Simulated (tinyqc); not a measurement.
Comparisons within one model: temperature and isotope dependence of a band gap in oscillator models. A value that a table varies takes the place of the one given here.

E(T) = E0 - sum_i sl_i th_i n_i(T), n = 1/(exp(th/T) - 1). The same coupling lowers the gap at 0 K by the zero-point term ZP = sum_i sl_i th_i/2, so the gap of the static lattice is E0 + ZP. Thermal expansion is taken as part of the slopes.

Two-parameter forms are made to pass through the falls at the two temperatures T12: Varshni aV T^2/(T + bV), from the line T^2/fall = (T + bV)/aV; one oscillator s1 t1/(exp(t1/T) - 1), with t1 from the ratio of the falls.

Constants: kB = 8.617333262e-05 eV/K; hbar^2/2m0 = 3.80998211 eV angstrom^2.

Parameters, chosen for this exercise (near those of GaAs; shifted at random, so the results belong to these values and not to a real crystal): E0 = 1.529 eV (gap at 0 K); th = (73, 302) K (temperatures of two oscillators); sl = (0.1672, 0.2848) meV/K (their high-temperature slopes); T12 = (230, 540) K (temperatures of the fits); mm = 0.18 m0 (geometric mean of the density-of-states masses); T = 50 K (temperature).

## How far the fits carry

Falls of the gap from E0, and errors of the two fits against the model.

Results:
```
T (K)  fall (meV)  Varshni - model (meV)  one oscillator - model (meV)  fall/ZP
20           0.33                   0.71                         -0.32    0.007
50           3.90                   1.66                         -2.25    0.079
100         15.77                   2.32                         -1.86    0.321
200         52.10                   0.52                         -0.23    1.061
300         93.84                  -0.80                          0.27    1.911
400        137.24                  -1.02                          0.30    2.795
600        225.81                   0.76                         -0.19    4.598
800        315.28                   4.20                         -0.97    6.420
```

What can be read from the table?

Below the first fit point the largest errors are +2.32 meV (Varshni, 100 K, on a fall of 15.77 meV) and -2.25 meV (one oscillator, 50 K); a T^2 law cannot freeze out; a single oscillator misses the soft modes. At 800 K, beyond the second fit point, they are +4.2 and -1.0 meV, so the oscillator extrapolates better here. The thermal fall equals ZP between 100 and 200 K.

## What the shift does to the intrinsic density

ni = 2 (mm kT/(4 pi c))^(3/2) exp(-E/2kT), c = hbar^2/2m0, with E(T) and with E0; 1 angstrom^-3 = 1e24 cm^-3. Apparent gap from an Arrhenius plot of ni/T^(3/2): E(T) - T dE/dT, dE/dT = -sum sl_i (th_i/T)^2 n_i (1 + n_i).

Results:
```
T (K)  E(T) (eV)  ni (cm^-3)  ni with E(T) / ni with E0  apparent gap (eV)
200       1.4769       0.257                      4.533             1.5572
250       1.4564    3.05e+03                      5.398             1.5610
300       1.4352    1.69e+06                      6.140             1.5637
350       1.4136    1.61e+08                      6.775             1.5656
400       1.3918    5.04e+09                      7.321             1.5671
500       1.3477    6.66e+11                      8.202             1.5693
700       1.2585    2.01e+14                      9.412             1.5717
```

How do the results move?

Using E0 in place of E(T) understates ni by a factor that rises from 4.53 to 9.41, towards exp(sum sl/2kB) = 13.8. The slope of an Arrhenius plot returns neither E(T) nor E0 but the intercept of the tangent, 1.5637 eV at 300 K, which lies 35 meV above E0 and tends to the static gap 1.5781 eV.

## What each parameter does

Gap at T, slope -sum sl_i (th_i/T)^2 n_i (1 + n_i) and ZP. Each row changes one parameter from the base and keeps the others.

Results:
```
case                         E(T) (eV)  dE/dT (meV/K)  ZP (meV)
base                            1.5251        -0.1653     49.11
T = 90 K                        1.5161        -0.2784     49.11
E0 = 1.539 eV                   1.5351        -0.1653     49.11
th = (73, 362) K                1.5252        -0.1511     57.65
sl = (0.2174, 0.2848) meV/K     1.5240        -0.2074     50.94
```

What does this show?

The largest shifts from the base row, up to three for each result and ties (the steps differ in size, so this ranks the rows, not the parameters). E(T) (eV): E0 +0.0100, T -0.0090, sl -0.0011. dE/dT (meV/K): T -0.1132, sl -0.0422, th +0.0141; unchanged at the printed digits by E0. ZP (meV): th +8.54, sl +1.83; unchanged at the printed digits by T and E0.

Computed by tinyqc, a small Python program: `OMP_NUM_THREADS=1 python tinyqc.py 1880736 1880737 out.jsonl` (the numbers bound the seed that draws the inputs); one thread of a shared host (Intel(R) Xeon(R) Processor @ 2.30GHz), about 0.01 s for the whole set of steps.
